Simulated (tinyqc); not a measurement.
Worked calculation: thermal boundary conductance by the acoustic and diffuse mismatch models. Computed by tinyqc, a small Python program that keeps every step. Command: `OMP_NUM_THREADS=1 python tinyqc.py 3009582 3009583 out.jsonl kapitza walk`. One thread of a shared host (Intel(R) Xeon(R) Processor @ 2.30GHz), about 0.01 s of CPU time with the checks. Intermediate numbers are printed to about 5 digits and carried at full precision; extremes and crossings named in words are read from the listed rows.

Each side has one longitudinal and two transverse Debye branches, omega = v q up to q_D = (6 pi^2 n)^(1/3), with n counting all atoms. Scattering at the interface is elastic. Electrons are left out of G, also for metals. Melting is ignored. G refers to the temperatures of the phonons sent towards the interface. Linear branches over all atoms overstate G at high T, most for crystals with several atoms a cell.

Inputs (values chosen for the exercise, modelled on silicon (side 1) and tungsten (side 2)):

| quantity | value | unit |
|---|---|---|
| density rho_1 | 2.38 | g/cm^3 |
| longitudinal velocity vL_1 | 9060 | m/s |
| transverse velocity vT_1 | 5470 | m/s |
| atom density n_1 | 48.5 | 1/nm^3 |
| conductivity kappa_1 | 151 | W/(m K) |
| density rho_2 | 19.2 | g/cm^3 |
| longitudinal velocity vL_2 | 5060 | m/s |
| transverse velocity vT_2 | 2940 | m/s |
| atom density n_2 | 62.3 | 1/nm^3 |
| conductivity kappa_2 | 170 | W/(m K) |
| temperature T | 300 | K |
| thickness d_1 | 1400 | nm |
| thickness d_2 | 48000 | nm |
| heat flux J | 24 | kW/cm^2 |

Structure: film on a substrate.

Constants: hbar = 1.054571817e-34 J s; k_B = 1.380649e-23 J/K.

## Cut-off frequencies and impedances

omega_c = v q_D for each branch, given as hbar omega_c/k_B; impedance Z = rho v.

Branches:

| branch | v (m/s) | cut-off (K) | Z (1e6 kg/(m^2 s)) |
|---|---|---|---|
| L, side 1 | 9060 | 983.68 | 21.5628 |
| T, side 1 | 5470 | 593.90 | 13.0186 |
| L, side 2 | 5060 | 597.20 | 97.1520 |
| T, side 2 | 2940 | 346.99 | 56.4480 |

## Acoustic mismatch: transmission of each branch

No mode conversion. t(theta) = 4 Z_1 Z_2 cos(theta_1) cos(theta_2)/N^2, with N = Z_2 cos(theta_1) + Z_1 cos(theta_2) for L (the form for pressure waves) and N = Z_1 cos(theta_1) + Z_2 cos(theta_2) for both T branches (the form for shear waves polarised along the interface); sin(theta_2) = (v_2/v_1) sin(theta_1), and t = 0 beyond the critical angle arcsin(v_1/v_2); the mean over the incoming flux is alpha = 2 int t sin(theta_1) cos(theta_1) d theta_1 (64 Gauss-Legendre points).

Transmission:

| branch | t at normal incidence | largest angle from side 1 (deg) | alpha, 1 to 2 | alpha, 2 to 1 |
|---|---|---|---|---|
| L | 0.59458 | 90 | 0.72948 | 0.22754 |
| T | 0.60915 | 90 | 0.47243 | 0.13648 |

For L waves from side 1 no critical angle exists; the mean is 0.73 against 0.59 at normal incidence. For T waves from side 1 no critical angle exists; the mean is 0.47 against 0.61 at normal incidence.

## Diffuse mismatch: transmission at low frequency

A phonon forgets its side and branch: alpha(1 to 2) = S_2/(S_1 + S_2), S_i = 1/vL_i^2 + 2/vT_i^2.

S_1 = 7.9026e-08 s^2/m^2

S_2 = 2.7044e-07 s^2/m^2

diffuse alpha, 1 to 2 = 0.77387

## Boundary conductance

G = (k_B^4 T^3/(8 pi^2 hbar^3)) int W(x) x^4 e^x/(e^x - 1)^2 dx, x = hbar omega/(k_B T). Acoustic mismatch: W = sum over the three branches of alpha(1 to 2)/v_1^2, each up to the lower of its two cut-offs. Diffuse mismatch: W = S_1 S_2/(S_1 + S_2), where S_i sums 1/v^2 over the branches of side i still below their cut-off. Radiation limit: W = min(S_1, S_2). The integral is split at the four cut-offs (64 Gauss-Legendre points a piece, x at most 45). Boundary resistance R = 1/G and Kapitza length kappa_2/G use the diffuse value.

G, acoustic mismatch = 366.25 MW/(m^2 K)

G, diffuse mismatch = 775.58 MW/(m^2 K)

G, radiation limit = 1095.1 MW/(m^2 K)

boundary resistance R = 1.2894 m^2 K/GW

Kapitza length in side 2 = 219.19 nm

The diffuse value is 2.12 times the acoustic one and 71 % of the radiation limit. Diffuse scattering raises G here: it ignores the impedance mismatch and lets phonons change direction and branch. Caution: at this temperature short waves carry the heat; linear branches up to q_D overstate their velocity, and inelastic processes, left out here, grow with T.

## Conductance against temperature

The formulas are those given above.

G (MW/(m^2 K)):

| T (K) | acoustic mismatch | diffuse mismatch | radiation limit |
|---|---|---|---|
| 2 | 0.0032996 | 0.0049866 | 0.0064438 |
| 5 | 0.051556 | 0.077916 | 0.10068 |
| 10 | 0.41245 | 0.62333 | 0.80547 |
| 20 | 3.2992 | 4.9863 | 6.4434 |
| 40 | 25.117 | 38.465 | 49.914 |
| 80 | 119.00 | 206.11 | 277.28 |
| 150 | 259.19 | 514.49 | 716.12 |
| 300 | 366.25 | 775.58 | 1095.1 |
| 600 | 405.45 | 874.39 | 1239.4 |
| 1000 | 414.75 | 898.04 | 1274.0 |

All three follow T^3 at the cold end (exponent 3.00 for the diffuse model) and flatten at high T (exponent 0.05 at the hot end); the lowest cut-off is 347 K. The ratio of diffuse to acoustic goes from 1.51 to 2.17. The plateau is set by the frequencies that both sides share.

## Temperature rise through the stack

In series: Delta T = J (d_1/kappa_1 + R + d_2/kappa_2), with bulk conductivities in the layers and one-dimensional flow.

temperature drops (K): film 2.2252, interface 0.30945, substrate 67.765

total rise Delta T = 70.299 K

interface share of film plus interface = 0.12209

The substrate takes the largest drop, 96 % of the total.

Checks made by the program: detailed balance alpha_12/v_1^2 = alpha_21/v_2^2 (relative difference below 1e-10); low-temperature limit G = pi^2 k_B^4 T^3 alpha S_1/(30 hbar^3) (relative difference below 1e-10).
